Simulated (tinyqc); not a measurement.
Trap and transport parameters from the curve.

Problem. A layer shows an ohmic current q n0 mu V/L, then a square law (9/8) th eps0 eps_r mu V^2/L^3 above Vx = 8 q n0 L^2/(9 th eps0 eps_r), and trap filling at V_TFL = q Nt L^2/(2 eps0 eps_r). th = y/(1 + y), y = (Nc/Nt) exp(-Et/kB T). The square-law current at V is given. Find th, n0, Nt and Et.

Parameters, values chosen for the exercise:
```
symbol   value        unit                 meaning
T          350           K             temperature
eps_r     12.9               relative permittivity
mu      0.0013  cm^2/(V s)                mobility
L         2200          nm               thickness
Nc      1.1e20       cm^-3  band density of states
V           16           V                 voltage
```

Constants: q = 1.602176634e-19 C, kB = 1.380649e-23 J/K, Vt = kB T/q, eps0 = 8.8541878128e-14 F/cm where lengths are in cm. Results are converted to the units shown.

Mott-Gurney J = 0.0034367816 A/cm^2
Vx = 4.0197029 V
V_TFL = 98.443108 V

Solution. The square law gives th, Vx gives n0, V_TFL gives Nt, and th with Nt gives Et.

th = 0.0856
n0 = 5.70e13 cm^-3
Nt = 2.90e16 cm^-3
Et = 0.320 eV

tinyqc, about 0.01 s, one thread, Intel Xeon 2.30GHz (shared host): `OMP_NUM_THREADS=1 python tinyqc.py 2370062 2370063 out.jsonl`
